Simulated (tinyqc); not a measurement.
Transit time and capacitance from two cut-off frequencies.

Question. 1/(2 pi fT) = tauF + Vt C/JC, C the sum of the junction capacitances per area. Find C, tauF and the limit of fT at high current.

Inputs (values chosen for the exercise): temperature T = 300 K.

Constants: q = 1.602176634e-19 C, kB = 1.380649e-23 J/K, Vt = kB T/q. Results are converted to the units shown.

JC (mA/um^2): [0.036, 0.47]
fT (GHz): [19.642901, 45.814094]

Solution. The delay is a straight line in 1/JC with slope Vt C and intercept tauF.

C = 6.98 fF/um^2
tauF = 3.09 ps
limit of fT = 51.5 GHz

Program tinyqc, `OMP_NUM_THREADS=1 python tinyqc.py 2320136 2320137 out.jsonl`; Intel Xeon 2.30GHz, shared host, one thread, about 0.01 s.
